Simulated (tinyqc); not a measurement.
Surface photovoltage measurement of the minority-carrier diffusion length in a wafer. From one set of inputs to another, one input at a time. Computed by tinyqc, a small Python program. Command: `OMP_NUM_THREADS=1 python tinyqc.py 3130476 3130477 out.jsonl spv ladder`. One thread of a shared host (Intel(R) Xeon(R) Processor @ 2.30GHz), about 0.03 s of CPU time with the checks.

Low injection, steady light, a depletion layer much thinner than 1/alpha and L. The excess density dn is taken at the front edge of the neutral region; light that reaches the back is lost.

The inputs printed are set A. Inputs not listed in the table keep their values of set A, so the rows need not describe a real material.

Inputs (values chosen for the exercise, modelled on p-type silicon at room temperature): diffusion length L = 19 micrometre; wafer thickness W = 525 micrometre; diffusivity D = 29.5 cm^2/s; front recombination velocity S_f = 1800 cm/s; back recombination velocity S_b = 50000 cm/s; photon flux entering = 2.5e+11 1/(cm^2 s); minority density at the surface barrier scale n_0 = 6.6e+09 1/cm^3; temperature T = 298 K; wavelength = 913 nm; diffusion length after pair splitting over L = 0.78; iron factor C = 1.07e+16 micrometre^2/cm^3.

normal deviates g for the noise: [-2.46, -1.35, 0.65, -0.06, -1.71, -1.35, 1.49]

Constants: k_B = 8.617333262e-05 eV/K.

Method:
- alpha = (84.732/lambda - 76.417)^2 per cm with lambda in micrometre (an empirical fit for silicon between 0.7 and 1.05 micrometre).
- Thick wafer: dn = Phi L/((S_f + D/L)(L + 1/alpha)). Finite wafer, with s = S_b L/D, w = W/L, a = alpha L: dn = [Phi a/(a^2 - 1)] [a - B - exp(-alpha W)(a - s)/(cosh w + s sinh w)]/(S_f + B D/L), B = (sinh w + s cosh w)/(cosh w + s sinh w).
- Photovoltage V = (k_B T/e) ln(1 + dn/n_0). Lifetime = L^2/D.
- Readings y = (Phi/dn) (1 + noise x g) at 780, 830, 880, 920, 950, 975 and 995 nm; a least-squares line y = c (1/alpha + L_app) gives L_app = intercept/slope.
- Splitting iron-boron pairs in boron-doped silicon shortens L; with nothing else changing, [Fe] = C (1/L_after^2 - 1/L^2). It is evaluated with the true lengths and with the apparent ones (without noise), which differ when the wafer is not thick against L.

Each row keeps all changes above it:
```
input moved                                 from      to  dn, finite wafer (1/cm^3)  photovoltage V (mV)  [Fe] from the apparent lengths (1/cm^3)
set A                                          -       -                 4.8755e+06               0.0190                               1.9078e+13
front recombination velocity S_f (cm/s)     1800    2200                 4.7655e+06               0.0185                               1.9078e+13
photon flux entering (1/(cm^2 s))        2.5e+11   3e+12                 5.7186e+07               0.2215                               1.9078e+13
diffusivity D (cm^2/s)                      29.5    32.1                 5.3088e+07               0.2057                               1.9078e+13
wavelength (nm)                              913     907                 5.5703e+07               0.2158                               1.9078e+13
back recombination velocity S_b (cm/s)     50000  200000                 5.5703e+07               0.2158                               1.9078e+13
diffusion length L (micrometre)               19     140                 5.3495e+08               2.0014                               3.4575e+11
```

Which inputs carry the difference?

dn, finite wafer goes from 4.88e6 to 5.35e8, a factor 110 in all. The largest single move comes from photon flux entering (a factor 12.0). Photovoltage V goes from 0.0190 to 2.00, a factor 106 in all. The largest single move comes from photon flux entering (a factor 12.0). [Fe] from the apparent lengths goes from 1.91e13 to 3.46e11, a factor 0.0181 in all. The largest single move comes from diffusion length L (a factor 0.0181). The single moves hold for this order of the switches; the total does not depend on the order.

Extremes, crossings and ranges named in words are read from the listed rows.
